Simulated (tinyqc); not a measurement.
Orbital energy against energy difference: ionisation energy by orbital energies and by energy differences in the 6-31g* basis, for BeH2, spin multiplicity 1. Computed by the program tinyqc with PySCF. Command: `OMP_NUM_THREADS=1 python tinyqc.py 111095 111096 out.jsonl`; one thread of a shared host (Intel(R) Xeon(R) Processor @ 2.60GHz), about 7 s.

Geometry (angstrom):

| atom | x | y | z |
|---|---|---|---|
| Be | 0.0000 | 0.0000 | 0.0000 |
| H | 0.0000 | 1.2370 | 0.0790 |
| H | 0.0000 | -1.2370 | 0.0790 |

CCSD(T) difference in the same basis = 11.9294 eV

IP-EOM-CCSD = 11.9803 eV

The cation is unrestricted; errors are against CCSD(T) in this basis, not against experiment.

First vertical ionisation energy (eV):

| method | -e(HOMO) | E(cation) - E | error of -e(HOMO) | error of the difference |
|---|---|---|---|---|
| HF | 12.4367 | 11.604587 | 0.5073 | -0.3248 |
| LDA | 7.4848 | 11.855212 | -4.4446 | -0.0742 |
| PBE | 7.5016 | 11.877671 | -4.4279 | -0.0518 |
| B3LYP | 8.7285 | 12.134184 | -3.2010 | 0.2048 |
| PBE0 | 8.9157 | 12.063887 | -3.0137 | 0.1345 |
| CAM-B3LYP | 10.4341 | 12.228330 | -1.4953 | 0.2989 |
| LC-wPBE | 11.9156 | 12.377138 | -0.0138 | 0.4477 |

Koopmans errs by +0.51 eV and Delta-HF by -0.32 eV: relaxation, 0.83 eV, lowers the value and the missing correlation difference works against it. The PBE level is off by -4.4 eV through the wrong tail of its potential, though its energy difference is off by -0.05 eV; exact exchange deepens the level, and among the orbital energies LC-wPBE comes closest; among the differences PBE does.
